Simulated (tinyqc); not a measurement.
The internal displacement: deformation potentials from a strained empirical pseudopotential.

Diamond lattice, no spin-orbit coupling. Atomic form factor V(q) = a1 (q^2 - a2)/(a3 exp(a4 q^2) - 1) in rydberg with q in 1/bohr, for the unstrained cell. Under a strain e the reciprocal vectors and k go over into (1 + e)^(-1) G, the atoms sit at +/- tau with tau = (1 + e) a (1,1,1)/8 - zeta a (eyz, ezx, exy)/4, and H(G,G') = c |k + G|^2 delta + (V(q)/det(1 + e)) cos(q.tau), q = G - G', with the term q = 0 left out; c = hbar^2/2m0. The basis is fixed before straining: all G with |k + G|^2 up to 16 (2 pi/a)^2. k is given in units of 2 pi/a of the unstrained cell.

Constants: hbar^2/2m0 = 3.80998211 eV angstrom^2; Ry = 13.60569312 eV; a0 (Bohr radius) = 0.5291772105 angstrom.

Values chosen for the exercise (out of a larger set: near those of Si; not measured data):
- a = 5.43 angstrom (lattice constant)
- A = (0.532, 2.214, 2.076, 0.483) (a1 (Ry bohr^2), a2 (1/bohr^2), a3, a4 (bohr^2))
- h = 0.004 (size of the test strain)

Xu of L (level 5, the lowest empty one) and d from exy = eyz = ezx = h for several zeta: Xu = [E(L [111]) - E(L [1-1-1])]/((8/3) h), d = (single valence level - pair)/(3 sqrt(3) h). zeta = 0 strains the bonds with the lattice; zeta = 1 keeps all four bond lengths equal to first order.

Results:
```
zeta  Xu (L) (eV)  d (eV)
0.00        11.12    0.71
0.50        11.98   -3.94
0.60        12.16   -4.87
0.75        12.44   -6.26
1.00        12.91   -8.58
```

Give the missing row, zeta = 0.25.

Computed row:
```
zeta  Xu (L) (eV)  d (eV)
0.25        11.54   -1.61
```

From zeta = 0 to 1, d goes from 0.71 to -8.58 eV and Xu (L) from 11.12 to 12.91 eV, both nearly linearly: the displacement is an optical-phonon mode, and d = d(0) - zeta d0/4 gives its deformation potential d0 = 37 eV. Leaving the relaxation out (zeta = 0 for 0.5) moves d by +4.65 eV, which reverses its sign, and Xu (L) by -0.86 eV. Tetragonal strain has no such freedom.

tinyqc: `OMP_NUM_THREADS=1 python tinyqc.py 1881298 1881299 out.jsonl`; about 0.2 s, one thread, shared Intel(R) Xeon(R) Processor @ 2.30GHz.
